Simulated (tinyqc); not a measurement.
Raman line shape of confined optical phonons and breathing modes of small crystals: one step, computed by the program tinyqc. Command: `OMP_NUM_THREADS=1 python tinyqc.py 3024309 3024310 out.jsonl confine walk`. One thread of a shared host (Intel(R) Xeon(R) Processor @ 2.30GHz), about 0.02 s of CPU time with the checks.

Confinement in 2 direction(s) lets phonons with q away from zero scatter light. q is in units of 2 pi/a, from 0 to 1, and the branch is isotropic: omega(q)^2 = (omega_0^2 + omega_X^2)/2 + ((omega_0^2 - omega_X^2)/2) cos(pi q). The model and its constant beta are phenomenological; beta = 8 is the common choice.

Problem. Intensity at one frequency. Weight W(q) = q^1 exp(-(2 L q/a)^2/(2 beta)) dq, that is exp(-k^2 L^2/(2 beta pi^2)) for k = 2 pi q/a. I(omega) = int W(q) / [(omega - omega(q))^2 + (Gamma_0/2)^2] dq / int W dq x (Gamma_0/2)^2, by 400 Gauss-Legendre points on 0 < q < min(1, 2.5 a sqrt(2 beta)/L). Bulk Lorentzian 1/(1 + (2 offset/Gamma)^2); mean shift = weighted mean of omega(q) less the bulk frequency.

Inputs (values chosen for the exercise, modelled on silicon): bulk frequency omega_0 = 520.2 1/cm; frequency at the zone boundary omega_X = 420 1/cm; natural width Gamma_0 = 3.2 1/cm; lattice constant a = 5.431 angstrom; size L = 14 nm; confinement constant beta = 8; probe offset omega - omega_0 = -12 1/cm.

Shape: wire.

Give: I at the probe offset; bulk Lorentzian there; mean shift, from the weights.

Solution.

I at the probe offset = 0.023906

bulk Lorentzian there = 0.017467

mean shift, from the weights = -1.3351 1/cm
